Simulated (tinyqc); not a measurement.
The same layer on three faces: model-solid line-up of a strained alloy layer on a substrate.

All values of the alloy are linear in x but the gap, Eg(x) = (1 - x) Eg_A + x Eg_B - C x (1 - x), and the valence edge, Ev(x) = (1 - x) Ev_A + x Ev_B + fv C x (1 - x); Ec = Ev + Eg. Ev is the top of the unstrained valence band on a scale common to all materials. In the layer only the Gamma valley of the conduction band is followed, also where an X or L valley would lie lower.

Coherent growth: e_par = (a_s - a)/a. (001): e_perp = -2 (C12/C11) e_par; exx = eyy = e_par, ezz = e_perp, no shear. (111): e_perp = -(2 C11 + 4 C12 - 4 C44)/(C11 + 2 C12 + 4 C44) e_par; exx = eyy = ezz = (2 e_par + e_perp)/3 and exy = eyz = ezx = (e_perp - e_par)/3. (110): e_perp = -(C11 + 3 C12 - 2 C44)/(C11 + C12 + 2 C44) e_par; exx = eyy = (e_par + e_perp)/2, ezz = e_par, exy = (e_perp - e_par)/2, eyz = ezx = 0.

Strained edges: Ec + ac tr(e); the valence edges are Ev plus the levels of the 6 x 6 matrix of X, Y, Z times spin with -Dso/3 + l exx + m (eyy + ezz) on the diagonal (cyclic), n exy off it, l = av + 2 b, m = av - b, n = sqrt(3) d. Spin-orbit term (Dso/3) L.sigma on X, Y, Z with (L_k)_ij = -i epsilon_kij: <X+|H|Y+> = -i Dso/3, <X+|H|Z-> = Dso/3, <Y+|H|Z-> = -i Dso/3, <Z+|H|X-> = -Dso/3, <Z+|H|Y-> = i Dso/3, <X-|H|Y-> = i Dso/3, and their conjugates; + and - are the spin along z.

Parameters, chosen for this exercise (A near GaAs, B near GaSb, substrate near InP; shifted at random, so the results belong to these values and not to a real crystal): a = (5.647, 6.094) angstrom (lattice constant of A, B); Eg = (1.519, 0.82) eV (gap at Gamma to the s-like level of A, B); Dso = (0.34, 0.769) eV (spin-orbit splitting of A, B); Ev = (-0.8, -0.03) eV (top of the unstrained valence band of A, B); ac = (-7.25, -7.51) eV (conduction deformation potential of A, B); av = (1.18, 0.79) eV (valence hydrostatic potential of A, B); b = (-1.98, -1.99) eV (tetragonal shear potential of A, B); d = (-4.84, -4.65) eV (trigonal shear potential of A, B); C11 = (121.5, 87.5) GPa (of A, B); C12 = (56.3, 40.1) GPa (of A, B); C44 = (60, 43.1) GPa (of A, B); C = 1.372 eV (bowing of the gap); fv = 0.75 (share of the bowing taken by the valence edge); a_s = 5.861 angstrom (substrate); x = 0.37 (fraction of B).

Composition and substrate are kept.

Cases:
```
face
(001)
(111)
(110)
```

Rank the cases by gap (eV), lowest first.

Answer: (111), (110), (001).

Results:
```
face   e_perp (%)  tr(e) (%)  shift of Ec (meV)  shift of Ev (meV)  valence splitting (meV)  gap (eV)
(001)      -0.773      0.900              -66.1               45.0                     67.6    0.8294
(111)      -0.402      1.271              -93.3               51.6                     72.5    0.7956
(110)      -0.478      1.195              -87.8               50.5                     71.8    0.8023
```

The layer yields most along the normal on (001) and least on (111), so the volume change, and with it the shift of Ec, is largest on (111). The valence splitting, set by b on (001), by d on (111) and by both on (110), is largest on (111). The gaps span 34 meV, from (111) to (001).

Program tinyqc; command `OMP_NUM_THREADS=1 python tinyqc.py 1081535 1081536 out.jsonl`; about 0.01 s on one thread of a shared Intel(R) Xeon(R) Processor @ 2.30GHz.
